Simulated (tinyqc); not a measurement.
Hydrogen passivation and dissociation of interface defects with a spread of activation energies. Changing the anneal temperature T. Computed by tinyqc, a small Python program. Command: `OMP_NUM_THREADS=1 python tinyqc.py 3008854 3008855 out.jsonl passivation sweep`. One thread of a shared host (Intel(R) Xeon(R) Processor @ 2.30GHz), about 0.01 s of CPU time with the checks.

All defects start passivated and lose hydrogen by HP -> P + H; no hydrogen is supplied. Activation energies are normally distributed.

Inputs (values chosen for the exercise, for a model interface):

| quantity | value | unit |
|---|---|---|
| defect density N_0 | 7.1e+11 | cm^-2 |
| mean dissociation energy E_d | 2.61 | eV |
| spread s_d | 0.096 | eV |
| prefactor k_d0 | 3e+12 | 1/s |
| anneal time t | 410 | s |

Ambient: vacuum.

Constants: k_B = 8.617333262e-05 eV/K.

Method. b = k_d0 exp(-E_d/k_B T); the active share of one kind of site is 1 - exp(-b t). Full average: z from -5 to 5 in steps of 0.125 with normalised weights exp(-z^2/2), energy = mean + spread x z.

One run for each value:

| anneal temperature T (K) | active share | active share, single energy | dissociation rate b (1/s) |
|---|---|---|---|
| 550 | 1.159e-08 | 1.492e-09 | 3.640e-12 |
| 620 | 3.757e-06 | 7.483e-07 | 1.825e-09 |
| 700 | 7.027e-04 | 1.989e-04 | 4.852e-07 |
| 770 | 2.645e-02 | 1.011e-02 | 2.479e-05 |
| 850 | 4.094e-01 | 3.376e-01 | 1.005e-03 |
| 920 | 9.265e-01 | 9.980e-01 | 1.512e-02 |
| 1000 | 9.997e-01 | 1.000e+00 | 2.105e-01 |
| 1200 | 1.000e+00 | 1.000e+00 | 3.278e+01 |

Give the missing row, anneal temperature T (K) = 1100.

Computed row:
```
anneal temperature T (K)  active share  active share, single energy  dissociation rate b (1/s)
1100                         1.000e+00                    1.000e+00                  3.304e+00
```

Interpolating between the two neighbouring rows (linearly) misses most in dissociation rate b (1/s), by a factor of 5.0. Over the rows, active share rises from 1.16e-8 to 1.00; active share, single energy rises from 1.49e-9 to 1.00, flat over part of the range; dissociation rate b (1/s) rises from 3.64e-12 to 32.8 (exponent d ln y / d ln x 52 between the first rows and 26 between the last).  Left out: 470 (the active share is below the resolution of the grid).
